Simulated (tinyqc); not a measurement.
BCS gap equation with a constant attraction inside the Debye window: one step, computed by the program tinyqc. Command: `OMP_NUM_THREADS=1 python tinyqc.py 3020868 3020869 out.jsonl bcs walk`. One thread of a shared host (Intel(R) Xeon(R) Processor @ 2.30GHz), about 0.01 s of CPU time with the checks.

Pairs attract with strength V for |xi| < k_B Theta; N(0) is the density of states for one spin. Energies are given as temperatures (E/k_B, in K) unless marked.

Question. A tunnel junction of this metal. Ambegaokar-Baratoff: I_c R_n = (pi Delta/(2e)) tanh(Delta/2T); Josephson energy E_J = hbar I_c/(2e), given as E_J/h; inductance hbar/(2 e I_c); thermal quasiparticle fraction x = n_qp/(2 N(0) Delta) = sqrt(2 pi T/Delta) exp(-Delta/T), valid for T well below Delta.

Inputs (values chosen for the exercise, for a model metal): Debye temperature Theta = 406 K; temperature T = 14.7 K; junction resistance R_n = 0.27 kilo-ohm.

Solver: bisection.

Delta(T) = 58.63965 K

Constants: k_B = 8.617333262e-05 eV/K; hbar = 1.054571817e-34 J s; e = 1.602176634e-19 C; h = 6.62607015e-34 J s.

Give: I_c R_n; critical current I_c; E_J/h; Josephson inductance; quasiparticle fraction x.

Answer.

I_c R_n = 7648.9 microvolt

critical current I_c = 28329 nA

E_J/h = 14071 GHz

Josephson inductance = 0.011617 nH

quasiparticle fraction x = 0.023239
